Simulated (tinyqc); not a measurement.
Worked calculation: hole subbands of a hard-walled well, four-band Luttinger model. Values are carried at full precision from step to step, so a last printed digit may differ when a step is redone from the rounded ones.

Constants: hbar^2/2m0 = 3.80998211 eV angstrom^2.

Parameters, chosen for this exercise (near those of Si; the results hold for these values, not for the real material):

| symbol | value | unit | meaning |
|---|---|---|---|
| b | -2.1 | eV | shear deformation potential |
| C11 | 167.2 | GPa |  |
| C12 | 62.8 | GPa |  |
| e_par | -0.0118 |  | strain in the plane |
| g1 | 4.26 |  | Luttinger gamma1 |
| g2 | 0.34 |  | gamma2 |
| L | 100 | angstrom | well width along [001] |
| g3 | 1.44 |  | gamma3 |
| k | 0.046 | 1/angstrom | wave vector in the plane |
| N | 2 |  | sines for each component |
| kmax | 0.075 | 1/angstrom | end of the path |

## Shear strain energy

e_perp = -2 (C12/C11) e_par and Zs = b (e_par - e_perp); Zs > 0 lifts the heavy-hole edge by Zs and lowers the light-hole edge by Zs.

e_perp = 0.00886
shear strain energy Zs = 0.04339 eV

## Levels at k = 0

R and S vanish: HHn = c (g1 - 2 g2)(n pi/L)^2 - Zs and LHn = c (g1 + 2 g2)(n pi/L)^2 + Zs, c = hbar^2/2m0, hole energies counted downwards. Sort HH1 to HH4 and LH1, LH2.

Levels:

| subband | E (eV) |
|---|---|
| HH1 | -0.0299 |
| HH2 | 0.0105 |
| LH1 | 0.0620 |
| HH3 | 0.0778 |
| LH2 | 0.1177 |
| HH4 | 0.1720 |

The top subband is HH1, 40.4 meV from HH2. The confinement energy of LH1 or the strain splitting is not small against a spin-orbit splitting of about 0.044 eV, so a six-band model would move the light holes.

## The matrix at one k

Hole energies are counted downwards from the unstrained band edge, c = hbar^2/2m0. After the usual block transformation one block is H = [[P + Q - Zs, R - i S], [R + i S, P - Q + Zs]] in (heavy, light), with P +/- Q = c [(g1 +/- g2) k^2 + (g1 -/+ 2 g2) kz^2], R = sqrt(3) c gR k^2, S = 2 sqrt(3) c g3 k kz, kz = -i d/dz; axial approximation gR = (g2 + g3)/2. Zs = b (e_par - e_perp) is the shear part of the strain (the hydrostatic part shifts all levels alike and is left out). Basis sqrt(2/L) sin(n pi z/L), n = 1 to N, for each component: kz^2 gives (n pi/L)^2 and the heavy-light block is R delta_nm - 2 sqrt(3) c g3 k D_nm with D_nm = 4 n m/(L (n^2 - m^2)) for n + m odd, 0 otherwise. The other block has the same levels. The split-off band is left out, a severe simplification for a spin-orbit splitting near 0.04 eV.

Fill in the 2N x 2N matrix, in meV.

H(k) (meV):
```
       h1      h2      l1      l2
h1   7.15       0   12.43   23.31
h2      0   47.54  -23.31   12.43
l1  12.43  -23.31   93.57       0
l2  23.31   12.43       0  149.30
```

## Levels and mixing

Diagonalise; give the four lowest hole energies and the weight of the heavy component (the first half of the basis) in each.

levels (meV): 1.75  36.77  104.60  154.45

heavy weight: 0.957  0.854  0.151  0.037

The most mixed of the four is number 3, with 15 % heavy character. Against 60 sines these levels lie 0.6, 8.1, 26.9 and 54.2 meV too high: the small basis is not converged.

## Dispersion in the plane

N = 20, nine points from 0 to kmax.

Hole energies (meV):

| k (1/angstrom) | E1 | E2 | E3 | E4 | heavy weight of 1 | heavy weight of 2 |
|---|---|---|---|---|---|---|
| 0.0000 | -29.93 | 10.45 | 61.97 | 77.76 | 1.000 | 1.000 |
| 0.0094 | -28.56 | 11.16 | 63.68 | 76.96 | 0.999 | 0.990 |
| 0.0187 | -24.49 | 13.32 | 68.73 | 75.42 | 0.995 | 0.963 |
| 0.0281 | -17.84 | 17.03 | 74.60 | 76.95 | 0.987 | 0.926 |
| 0.0375 | -8.83 | 22.37 | 75.34 | 88.06 | 0.973 | 0.886 |
| 0.0469 | 2.26 | 29.41 | 78.08 | 101.60 | 0.950 | 0.847 |
| 0.0563 | 15.11 | 38.15 | 82.95 | 116.79 | 0.915 | 0.812 |
| 0.0656 | 29.41 | 48.55 | 89.95 | 132.13 | 0.870 | 0.779 |
| 0.0750 | 44.95 | 60.52 | 98.93 | 145.97 | 0.818 | 0.747 |

At small k the hole energy falls in subband 4: an electron-like mass, caused by repulsion from a deeper subband. E2 - E1 is smallest, 15.6 meV, at k = 0.0750 of the points listed. The top subband goes from 1.00 to 0.82 in heavy weight.

## Mass of HH1 in the plane

Second order in k: 1/m = g1 + g2 - sum_n 12 c g3^2 D_1n^2/(LHn - HH1) over even n up to 60, with D_1n = 4n/(L (n^2 - 1)) in size, LHn - HH1 = c [(g1 + 2 g2) n^2 - (g1 - 2 g2)](pi/L)^2 + 2 Zs, c = hbar^2/2m0.

LHn - HH1 for n = 2, 4, 6 (meV): 147.6  370.5  742.1
terms for n = 2, 4, 6: 0.4567  0.0291  0.0060
sum of all terms = 0.4955
mass without mixing, 1/(g1 + g2) = 0.2174 m0
1/m with mixing = 4.1045 1/m0

Mixing with the light holes takes m from 0.217 to 0.244 m0.

## Checks

- 1/m of HH1 from the full matrix (N = 60) at small k against second order: both 4.104.
- The 2 x 2 block with gR = g2 (k along [100]) for a plane wave (k, 0, pi/L) against the bulk heavy-hole formula, eV: both 0.02249.
- Lowest level at the given k on a real-space grid of 240 points against 60 sines, eV: both 0.0011.

Computed by tinyqc, a small Python program: `OMP_NUM_THREADS=1 python tinyqc.py 1251380 1251381 out.jsonl` (the numbers bound the seed that draws the inputs); one thread of a shared host (Intel(R) Xeon(R) Processor @ 2.30GHz), about 0.1 s for the whole set of steps.
